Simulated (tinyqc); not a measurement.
From results back to parameters: two-level Kane dispersion of a narrow-gap semiconductor. Three cases, with inputs chosen for the exercise.

Problem. In the two-level Kane model E = Eg/2 + sqrt(Eg^2/4 + (2/3) Ep c k^2), c = hbar^2/2m0, and the momentum mass is m(k) = (3/(2 Ep)) sqrt(Eg^2 + (8/3) Ep c k^2). It is given at the Fermi wave vectors kF = (3 pi^2 n)^(1/3) of two densities (1 cm^-3 = 1e-24 angstrom^-3).

Constants: hbar^2/2m0 = 3.80998211 eV angstrom^2.

Find: kF^2; Ep; edge mass; |Eg|.

Case 1.

Values chosen (out of a larger set: near those of HgTe; not measured data): n12 = (6.4e+15, 3.3e+17) cm^-3 (two densities).

masses at the two densities (m0): 0.02368939  0.03261066

Solution.

kF^2 (1/angstrom^2): 3.2991e-05  0.00045704

Ep = 19.3 eV
edge mass = 0.02285 m0
|Eg| = 0.294 eV

m^2 = m0*^2 + (6 c/Ep) kF^2 is a straight line in kF^2: the slope gives Ep, the intercept the edge mass, and |Eg| = (2/3) Ep m0*. The sign of Eg does not enter. For Eg < 0 the edge mass does not depend on Dso, which enters only as EF nears it.

Case 2.

Values chosen (out of a larger set: near those of grey Sn; not measured data): n12 = (1.8e+15, 7.1e+17) cm^-3 (two densities).

masses at the two densities (m0): 0.02829938  0.03963102

Solution.

kF^2 (1/angstrom^2): 1.4162e-05  0.00076170

Ep = 22.2 eV
edge mass = 0.02804 m0
|Eg| = 0.415 eV

m^2 = m0*^2 + (6 c/Ep) kF^2 is a straight line in kF^2: the slope gives Ep, the intercept the edge mass, and |Eg| = (2/3) Ep m0*. The sign of Eg does not enter. For Eg < 0 the edge mass does not depend on Dso, which enters only as EF nears it.

Case 3.

Values chosen (out of a larger set: a narrow-gap II-VI alloy; not measured data): n12 = (1.7e+15, 4.2e+17) cm^-3 (two densities).

masses at the two densities (m0): 0.02243272  0.03390633

Solution.

kF^2 (1/angstrom^2): 1.3633e-05  0.00053676

Ep = 18.5 eV
edge mass = 0.02205 m0
|Eg| = 0.272 eV

m^2 = m0*^2 + (6 c/Ep) kF^2 is a straight line in kF^2: the slope gives Ep, the intercept the edge mass, and |Eg| = (2/3) Ep m0*. The sign of Eg does not enter. The two-level form takes Dso as infinite, which overstates the mass where Dso is not large against Eg.

Computed by tinyqc, one run a case: `OMP_NUM_THREADS=1 python tinyqc.py N N+1 out.jsonl` with N = 1080234, 1080267, 1080342; one thread of a shared Intel(R) Xeon(R) Processor @ 2.30GHz, about 0.01 s a run at most.
